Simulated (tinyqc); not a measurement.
CCD on RHF in the sto-3g basis, for H4, spin multiplicity 1, step by step. One step of it, computed by the program tinyqc.

Task: CCD: starting amplitudes. t_ij^ab = <ij||ab> / (e_i + e_j - e_a - e_b), whose energy is MP2.

orbital energies (hartree): MO1 -0.744062, MO2 -0.350313, MO3 0.422835, MO4 0.972744

Two-electron integrals over orbitals (pq|rs), unique and non-zero (hartree):
```
p,q,r,s,(pq|rs)
1,1,1,1,0.544409
2,1,2,1,0.161024
2,2,1,1,0.533879
2,2,2,2,0.547524
3,1,3,1,0.117673
3,2,3,2,0.076006
3,3,1,1,0.523740
3,3,2,2,0.515679
3,3,3,3,0.530903
4,1,3,2,0.076038
4,1,4,1,0.076126
4,2,3,1,0.116534
4,2,4,2,0.127682
4,3,2,1,0.155726
4,3,4,3,0.170583
4,4,1,1,0.534026
4,4,2,2,0.543191
4,4,3,3,0.539756
4,4,4,4,0.566487
```

Give: Starting amplitudes; correlation energy.

Result:

Starting amplitudes (spin orbitals 1a, 1b, ...; amplitudes related by a flip of all spins are not repeated):
```
from,to,t
1a 1b,3a 3b,-0.0504
2a 2b,3a 3b,-0.0492
2a 2b,4a 4b,-0.0483
1a 2b,3a 4b,-0.0468
1a 2b,3b 4a,0.0305
1a 1b,4a 4b,-0.0222
1a 2a,3a 4a,-0.0163
```

correlation energy = -0.034387 hartree
